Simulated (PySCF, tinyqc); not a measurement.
Worked calculation (part 2 of 2): RHF in the sto-3g basis, for BeH+, spin multiplicity 1. The lowest restricted solution is unstable here: a spin-polarised one lies 0.0301 hartree lower (PySCF). Computed by tinyqc, a small Python program that keeps every step (integrals from PySCF). Command: `OMP_NUM_THREADS=1 python tinyqc.py 30579 30580 out.jsonl` (the two numbers bound the seeds that draw the settings). One thread of a shared host (Intel(R) Xeon(R) Processor @ 2.60GHz), about 0.05 s of CPU time with the checks.

Geometry (angstrom):
```
atom         x         y         z
Be    0.000000  0.000000  0.000000
H     0.000000  0.000000  2.087000
```

## Iteration 8 (converged): orbitals

converged F (hartree):
```
            1Be 1s     1Be 2s    1Be 2px    1Be 2py    1Be 2pz      2H 1s
1Be 1s   -4.965882  -1.394624   0.000000   0.000000   0.014634  -0.070314
1Be 2s   -1.394624  -0.834007   0.000000   0.000000  -0.075303  -0.287525
1Be 2px   0.000000   0.000000  -0.111225   0.000000   0.000000   0.000000
1Be 2py   0.000000   0.000000   0.000000  -0.111225   0.000000   0.000000
1Be 2pz   0.014634  -0.075303   0.000000   0.000000  -0.183411  -0.250496
2H 1s    -0.070314  -0.287525   0.000000   0.000000  -0.250496  -0.370322
```

X:
```
            1Be 1s     1Be 2s   1Be 2px   1Be 2py    1Be 2pz      2H 1s
1Be 1s    1.027111  -0.138650  0.000000  0.000000  -0.004082   0.016266
1Be 2s   -0.138650   1.046147  0.000000  0.000000   0.025712  -0.117667
1Be 2px   0.000000   0.000000  1.000000  0.000000   0.000000   0.000000
1Be 2py   0.000000   0.000000  0.000000  1.000000   0.000000   0.000000
1Be 2pz  -0.004082   0.025712  0.000000  0.000000   1.033776  -0.155445
2H 1s     0.016266  -0.117667  0.000000  0.000000  -0.155445   1.052439
```

Diagonalise F' = X^T F X, C = X C', fill 2 alpha and 2 beta electrons from the bottom; D = 2 C_occ C_occ^T. Each column has its largest component positive (the first on a tie).

F' = X^T F X (hartree):
```
           1          2          3          4          5          6
1  -4.858941  -0.696628   0.000000   0.000000   0.014768   0.032861
2  -0.696628  -0.543040   0.000000   0.000000  -0.032003  -0.194747
3   0.000000   0.000000  -0.111225   0.000000   0.000000   0.000000
4   0.000000   0.000000   0.000000  -0.111225   0.000000   0.000000
5   0.014768  -0.032003   0.000000   0.000000  -0.126710  -0.189776
6   0.032861  -0.194747   0.000000   0.000000  -0.189776  -0.274197
```

orbital energies (hartree): MO1 -4.968618, MO2 -0.607697, MO3 -0.248232, MO4 -0.111225, MO5 -0.111225, MO6 0.021659

coefficients C:
```
               MO1        MO2        MO3       MO4        MO5        MO6
1Be 1s    0.993067  -0.210415  -0.195542  0.000000   0.000000  -0.075953
1Be 2s    0.025679   0.718680   0.713134  0.000000   0.000000   0.320052
1Be 2px   0.000000   0.000000   0.000000  0.732850  -0.680390   0.000000
1Be 2py   0.000000   0.000000   0.000000  0.680390   0.732850   0.000000
1Be 2pz  -0.002025   0.225954  -0.520437  0.000000   0.000000   0.878418
2H 1s    -0.002488   0.503024  -0.502838  0.000000   0.000000  -0.800010
```

D after iteration 8:
```
            1Be 1s     1Be 2s   1Be 2px   1Be 2py    1Be 2pz      2H 1s
1Be 1s    2.060914  -0.251439  0.000000  0.000000  -0.099110  -0.216628
1Be 2s   -0.251439   1.034320  0.000000  0.000000   0.324673   0.722899
1Be 2px   0.000000   0.000000  0.000000  0.000000   0.000000   0.000000
1Be 2py   0.000000   0.000000  0.000000  0.000000   0.000000   0.000000
1Be 2pz  -0.099110   0.324673  0.000000  0.000000   0.102119   0.227331
2H 1s    -0.216628   0.722899  0.000000  0.000000   0.227331   0.506079
```

Within a degenerate level the vectors are fixed only up to a rotation; this is one choice.

## Convergence

Stop when the energy changes by less than 1e-10 hartree and every element of the error matrix X^T (F D S - S D F) X is below 3e-06.

Course of the cycle:
```
iteration   E (hartree)     change  largest element of the error matrix
1          -14.32363777          -                             2.34e-01
2          -14.56202595  -2.38e-01                             3.96e-02
3          -14.56577842  -3.75e-03                             1.29e-02
4          -14.56642765  -6.49e-04                             3.61e-03
5          -14.56646634  -3.87e-05                             2.98e-04
6          -14.56646658  -2.40e-07                             2.87e-05
7          -14.56646658  -2.62e-09                             2.79e-07
8          -14.56646658  -2.70e-13                             1.11e-07
```

PySCF RHF in the same basis = -14.56646658 hartree

Converged in 8 iterations.

## Populations, bond orders and dipole

overlap S:
```
           1Be 1s    1Be 2s   1Be 2px   1Be 2py   1Be 2pz     2H 1s
1Be 1s   1.000000  0.259517  0.000000  0.000000  0.000000  0.013030
1Be 2s   0.259517  1.000000  0.000000  0.000000  0.000000  0.209451
1Be 2px  0.000000  0.000000  1.000000  0.000000  0.000000  0.000000
1Be 2py  0.000000  0.000000  0.000000  1.000000  0.000000  0.000000
1Be 2pz  0.000000  0.000000  0.000000  0.000000  1.000000  0.285699
2H 1s    0.013030  0.209451  0.000000  0.000000  0.285699  1.000000
```

Mulliken: Z minus the diagonal of D S on the atom; Loewdin: the same with S^(1/2) D S^(1/2); Mayer order: 2 sum_s sum (D(s) S)_ij (D(s) S)_ji over the two atoms.

Charges (e):
```
atom  Mulliken   Loewdin
1Be   0.719616  0.731074
2H    0.280384  0.268926
```

Mayer bond orders:
```
pair     order
2-1   0.921385
```

dipole moment about the origin, x y z (debye): 0.000000  0.000000  -0.069381
